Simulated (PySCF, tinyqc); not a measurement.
Inside a calculation. Method: G0W0 on RHF in the sto-6g basis, for H6, spin multiplicity 1. The lowest restricted solution is unstable here: a spin-polarised one lies 0.0001 hartree lower (PySCF). One step of it, computed by the program tinyqc.

Task: Integrals over molecular orbitals. (pq|rs) = sum C_ip C_jq C_kr C_ls (ij|kl), one index at a time.

coefficients C:
```
            MO1        MO2        MO3        MO4        MO5        MO6
1H 1s  0.198042   0.379270  -0.414137   0.564595  -0.657226   0.427333
2H 1s  0.286511   0.418449  -0.282918  -0.346187   0.750093  -0.683433
3H 1s  0.387018   0.106062   0.432179  -0.559687  -0.243282   0.886487
4H 1s  0.387018  -0.106062   0.432179   0.559687  -0.243282  -0.886487
5H 1s  0.286511  -0.418449  -0.282918   0.346187   0.750093   0.683433
6H 1s  0.198042  -0.379270  -0.414137  -0.564595  -0.657226  -0.427333
```

core Hamiltonian H = T + V (hartree):
```
           1H 1s      2H 1s      3H 1s      4H 1s      5H 1s      6H 1s
1H 1s  -1.547287  -0.957954  -0.163444  -0.025680  -0.002108  -0.000198
2H 1s  -0.957954  -1.860026  -0.806206  -0.170949  -0.017880  -0.002108
3H 1s  -0.163444  -0.806206  -1.982149  -1.073943  -0.170949  -0.025680
4H 1s  -0.025680  -0.170949  -1.073943  -1.982149  -0.806206  -0.163444
5H 1s  -0.002108  -0.017880  -0.170949  -0.806206  -1.860026  -0.957954
6H 1s  -0.000198  -0.002108  -0.025680  -0.163444  -0.957954  -1.547287
```

Two-electron integrals (ij|kl) in chemists' order, unique and non-zero (hartree):
```
(11|11) 0.774999   (21|11) 0.281837   (21|21) 0.133965   (22|11) 0.458315
(22|21) 0.281837   (22|22) 0.774999   (31|11) 0.029987   (31|21) 0.015960
(31|22) 0.039183   (31|31) 0.002345   (32|11) 0.112054   (32|21) 0.069772
(32|22) 0.204699   (32|31) 0.012421   (32|32) 0.076067   (33|11) 0.227263
(33|21) 0.136612   (33|22) 0.400753   (33|31) 0.029987   (33|32) 0.204699
(33|33) 0.774999   (41|11) 0.003565   (41|21) 0.001935   (41|22) 0.004875
(41|31) 0.000310   (41|32) 0.001736   (41|33) 0.004875   (41|41) 0.000045
(42|11) 0.017494   (42|21) 0.010499   (42|22) 0.029930   (42|31) 0.001984
(42|32) 0.012397   (42|33) 0.039112   (42|41) 0.000310   (42|42) 0.002337
(43|11) 0.085854   (43|21) 0.049179   (43|22) 0.136412   (43|31) 0.010504
(43|32) 0.069666   (43|33) 0.281407   (43|41) 0.001933   (43|42) 0.015911
(43|43) 0.133605   (44|11) 0.156143   (44|21) 0.085942   (44|22) 0.227166
(44|31) 0.017518   (44|32) 0.111992   (44|33) 0.458005   (44|41) 0.003565
(44|42) 0.029930   (44|43) 0.281407   (44|44) 0.774999   (51|11) 0.000215
(51|21) 0.000120   (51|22) 0.000313   (51|31) 0.000021   (51|32) 0.000121
(51|33) 0.000364   (51|41) 3.21e-06   (51|42) 0.000023   (51|43) 0.000159
(51|44) 0.000328   (51|51) 2.48e-07   (52|11) 0.001450   (52|21) 0.000842
(52|22) 0.002331   (52|31) 0.000161   (52|32) 0.000999   (52|33) 0.003302
(52|41) 0.000027   (52|42) 0.000205   (52|43) 0.001515   (52|44) 0.003302
(52|51) 2.19e-06   (52|52) 0.000020   (53|11) 0.010877   (53|21) 0.006009
(53|22) 0.015968   (53|31) 0.001214   (53|32) 0.007720   (53|33) 0.029930
(53|41) 0.000228   (53|42) 0.001858   (53|43) 0.015911   (53|44) 0.039112
(53|51) 0.000021   (53|52) 0.000205   (53|53) 0.002337   (54|11) 0.047105
(54|21) 0.025184   (54|22) 0.064272   (54|31) 0.004840   (54|32) 0.029611
(54|33) 0.111992   (54|41) 0.000948   (54|42) 0.007720   (54|43) 0.069666
(54|44) 0.204699   (54|51) 0.000095   (54|52) 0.000999   (54|53) 0.012397
(54|54) 0.076067   (55|11) 0.113728   (55|21) 0.059387   (55|22) 0.147361
(55|31) 0.010894   (55|32) 0.064272   (55|33) 0.227166   (55|41) 0.002030
(55|42) 0.015968   (55|43) 0.136412   (55|44) 0.400753   (55|51) 0.000215
(55|52) 0.002331   (55|53) 0.029930   (55|54) 0.204699   (55|55) 0.774999
(61|11) 0.000015   (61|21) 0.000009   (61|22) 0.000023   (61|31) 1.60e-06
(61|32) 0.000010   (61|33) 0.000032   (61|41) 2.64e-07   (61|42) 2.00e-06
(61|43) 0.000015   (61|44) 0.000032   (61|51) 2.16e-08   (61|52) 1.99e-07
(61|53) 2.00e-06   (61|54) 0.000010   (61|55) 0.000023   (62|11) 0.000141
(62|21) 0.000079   (62|22) 0.000215   (62|31) 0.000015   (62|32) 0.000095
(62|33) 0.000328   (62|41) 2.65e-06   (62|42) 0.000021   (62|43) 0.000159
(62|44) 0.000364   (62|51) 2.28e-07   (62|52) 2.19e-06   (62|53) 0.000023
(62|54) 0.000121   (62|55) 0.000313   (62|61) 2.16e-08   (62|62) 2.48e-07
(63|11) 0.001448   (63|21) 0.000783   (63|22) 0.002030   (63|31) 0.000153
(63|32) 0.000948   (63|33) 0.003565   (63|41) 0.000029   (63|42) 0.000228
(63|43) 0.001933   (63|44) 0.004875   (63|51) 2.65e-06   (63|52) 0.000027
(63|53) 0.000310   (63|54) 0.001736   (63|55) 0.004875   (63|61) 2.64e-07
(63|62) 3.21e-06   (63|63) 0.000045   (64|11) 0.008272   (64|21) 0.004351
(64|22) 0.010894   (64|31) 0.000810   (64|32) 0.004840   (64|33) 0.017518
(64|41) 0.000153   (64|42) 0.001214   (64|43) 0.010504   (64|44) 0.029987
(64|51) 0.000015   (64|52) 0.000161   (64|53) 0.001984   (64|54) 0.012421
(64|55) 0.039183   (64|61) 1.60e-06   (64|62) 0.000021   (64|63) 0.000310
(64|64) 0.002345   (65|11) 0.047163   (65|21) 0.024303   (65|22) 0.059387
(65|31) 0.004351   (65|32) 0.025184   (65|33) 0.085942   (65|41) 0.000783
(65|42) 0.006009   (65|43) 0.049179   (65|44) 0.136612   (65|51) 0.000079
(65|52) 0.000842   (65|53) 0.010499   (65|54) 0.069772   (65|55) 0.281837
(65|61) 0.000009   (65|62) 0.000120   (65|63) 0.001935   (65|64) 0.015960
(65|65) 0.133965   (66|11) 0.092594   (66|21) 0.047163   (66|22) 0.113728
(66|31) 0.008272   (66|32) 0.047105   (66|33) 0.156143   (66|41) 0.001448
(66|42) 0.010877   (66|43) 0.085854   (66|44) 0.227263   (66|51) 0.000141
(66|52) 0.001450   (66|53) 0.017494   (66|54) 0.112054   (66|55) 0.458315
(66|61) 0.000015   (66|62) 0.000215   (66|63) 0.003565   (66|64) 0.029987
(66|65) 0.281837   (66|66) 0.774999
```

Give: one-electron integrals over orbitals h = C^T H C; Two-electron integrals over orbitals.

Result:

one-electron integrals over orbitals h = C^T H C (hartree):
```
         1        2        3        4        5        6
1  -2.0545   0.0000  -0.1284   0.0000  -0.0692   0.0000
2   0.0000  -1.8524   0.0000   0.1645   0.0000   0.0507
3  -0.1284   0.0000  -1.8097   0.0000   0.1380   0.0000
4   0.0000   0.1645   0.0000  -1.5678   0.0000   0.1354
5  -0.0692   0.0000   0.1380   0.0000  -1.3263   0.0000
6   0.0000   0.0507   0.0000   0.1354   0.0000  -1.2660
```

Two-electron integrals over orbitals (pq|rs), unique and non-zero (hartree):
```
(11|11) 0.3889    (21|21) 0.1258    (22|11) 0.3079    (22|22) 0.3596
(31|11) 0.0766    (31|22) -0.0482   (31|31) 0.1182    (32|21) -0.1128
(32|32) 0.1321    (33|11) 0.3526    (33|22) 0.3195    (33|31) 0.0354
(33|33) 0.3530    (41|21) -0.0407   (41|32) -0.0097   (41|41) 0.0832
(42|11) -0.0609   (42|22) 0.0008    (42|31) -0.0529   (42|33) -0.0098
(42|42) 0.0765    (43|21) -0.0669   (43|32) 0.0644    (43|41) 0.0151
(43|43) 0.0870    (44|11) 0.3541    (44|22) 0.3202    (44|31) 0.0342
(44|33) 0.3459    (44|42) -0.0178   (44|44) 0.3583    (51|11) 0.0085
(51|22) 0.0298    (51|31) -0.0253   (51|33) -0.0130   (51|42) -0.0377
(51|44) -0.0056   (51|51) 0.0513    (52|21) 0.0285    (52|32) 0.0045
(52|41) -0.0559   (52|43) 0.0410    (52|52) 0.0918    (53|11) -0.0661
(53|22) -0.0032   (53|31) -0.0556   (53|33) -0.0202   (53|42) 0.0732
(53|44) -0.0168   (53|51) -0.0334   (53|53) 0.0777    (54|21) -0.1137
(54|32) 0.1271    (54|41) -0.0025   (54|43) 0.0660    (54|52) 0.0029
(54|54) 0.1351    (55|11) 0.3205    (55|22) 0.3642    (55|31) -0.0405
(55|33) 0.3300    (55|42) -0.0029   (55|44) 0.3369    (55|51) 0.0295
(55|53) -0.0053   (55|55) 0.3850    (61|21) 0.0013    (61|32) 0.0180
(61|41) -0.0298   (61|43) -0.0518   (61|52) -0.0352   (61|54) 0.0156
(61|61) 0.0700    (62|11) -0.0120   (62|22) -0.0328   (62|31) 0.0237
(62|33) 0.0052    (62|42) 0.0350    (62|44) 0.0072    (62|51) -0.0483
(62|53) 0.0369    (62|55) -0.0321   (62|62) 0.0504    (63|21) 0.0429
(63|32) 0.0031    (63|41) -0.0800   (63|43) -0.0166   (63|52) 0.0565
(63|54) 0.0040    (63|61) 0.0290    (63|63) 0.0846    (64|11) -0.0789
(64|22) 0.0424    (64|31) -0.1148   (64|33) -0.0369   (64|42) 0.0552
(64|44) -0.0379   (64|51) 0.0228    (64|53) 0.0572    (64|55) 0.0436
(64|62) -0.0230   (64|64) 0.1234    (65|21) -0.1293   (65|32) 0.1176
(65|41) 0.0416    (65|43) 0.0712    (65|52) -0.0294   (65|54) 0.1226
(65|61) -0.0021   (65|63) -0.0466   (65|65) 0.1439    (66|11) 0.4113
(66|22) 0.3270    (66|31) 0.0809    (66|33) 0.3755    (66|42) -0.0661
(66|44) 0.3822    (66|51) 0.0098    (66|53) -0.0728   (66|55) 0.3480
(66|62) -0.0139   (66|64) -0.0884   (66|66) 0.4552
```
